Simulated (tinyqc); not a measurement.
Position of the spike: inter-valley coupling by envelope functions against a chain of atomic planes.

Chain: E(phi) = e0 + 2 v cos(phi) + 2 u cos(2 phi), cos(phi0) = -v/(4u), e0 = 2u + v^2/(4u); plane j = 0, 1, ... has the potential V_j = dE x_j + F (j - 30) a/4 (1 MV/m = 1e-4 V/angstrom). There are 30 barrier planes a side; with y = j - 29.5, x_j = xb (f(y) + f(Nw - y)), f(y) = 1/(1 + exp(y/L)), plus any Ge added in the well. The valley splitting is the spacing of the two lowest levels. Envelope theory: F_j solves a one-valley chain with hopping -b and diagonal 2b + V_j, b = 4u sin^2(phi0), sum F_j^2 = 1; the valleys couple by Dv = sum_j F_j^2 V_j exp(-2 i phi0 j) and split by 2|Dv|.

Parameters, chosen for this exercise (near those of the Delta valleys of silicon in a SiGe well; not measured data):
- a = 5.431 angstrom (lattice constant; planes lie a/4 apart)
- u = 0.589 eV (second-neighbour hopping)
- v = 0.704 eV (nearest hopping)
- Nw = 41 (planes in the well)
- L = 0.75 planes (interface width)
- xb = 0.26 (Ge fraction of the barriers)
- dE = 0.58 eV (offset per unit Ge fraction)
- F = 8 MV/m (field)
- xs = 0.12 (Ge fraction added on that plane)

The spike is moved through the well; position counted from the first well plane, j - 30.

Against position:

| j - 30 | F_j^2, smooth | mean of the doublet (meV) | splitting, chain (micro-eV) | envelope | first order |
|---|---|---|---|---|---|
| 2 | 0.01670 | 28.70 | 1850 | 1804 | 2325 |
| 5 | 0.03070 | 29.44 | 3309 | 3236 | 4273 |
| 8 | 0.04205 | 30.14 | 4673 | 4602 | 5854 |
| 12 | 0.04830 | 30.66 | 5764 | 5709 | 6724 |
| 16 | 0.04428 | 30.45 | 5321 | 5287 | 6164 |
| 20 | 0.03411 | 29.74 | 3889 | 3853 | 4748 |
| 27 | 0.01513 | 28.58 | 1603 | 1571 | 2105 |
| 33 | 0.00511 | 28.05 | 509 | 502 | 711 |
| 39 | 0.00084 | 27.83 | 123 | 121 | 117 |

What can be read from this table?

The splitting is largest at plane 12 among these rows (5764 micro-eV), and the smooth envelope peaks at plane 12, counting all planes; without a spike it is 27. Where the splitting exceeds 20 micro-eV the envelope theory lies within 2.5 % of the chain and first order within 40 %.

Computed by tinyqc, a small Python program: `OMP_NUM_THREADS=1 python tinyqc.py 1451175 1451176 out.jsonl` (the numbers bound the seed that draws the inputs); one thread of a shared host (Intel(R) Xeon(R) Processor @ 2.30GHz), about 0.09 s for the whole set of steps.
